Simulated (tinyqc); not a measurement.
Thermal, flicker and telegraph noise of a field-effect transistor: one step, computed by the program tinyqc.

Strong inversion, threshold roll-off and channel-length modulation left out; noise sources are uncorrelated and are given as one-sided spectral densities.

Task: How many traps? Active traps per decade of time constant: N_dec = N_t k_B T W L lambda ln(10); a single trap at the interface shifts the threshold by e/(W L C_ox) and the current by g_m times that; tunnelling depth for frequency f, z = lambda ln(1/(2 pi f tau_0)), tau_0 = 1e-10 s.

Inputs (values chosen for the exercise, modelled on a silicon n-channel):
```
quantity                  value         unit
width W                     3.9   micrometre
length L                     30           nm
oxide trap density N_t  1.3e+18  1/(eV cm^3)
frequency f                 100           Hz
temperature T               400            K
```

Operating region: saturation. Flicker model: number with correlated mobility.

tunnelling length lambda = 0.8694532 angstrom

C_ox = 2.302089 microfarad/cm^2

g_m = 7685.259 microsiemens

drain current I = 4024.833 microampere

Constants: k_B = 8.617333262e-05 eV/K; e = 1.602176634e-19 C.

Give: traps per decade; threshold step of one trap; current step of one trap; depth probed at f.

Result:

traps per decade = 1.0496

threshold step of one trap = 0.059484 mV

current step of one trap = 0.011358 %

depth probed at f = 1.4418 nm
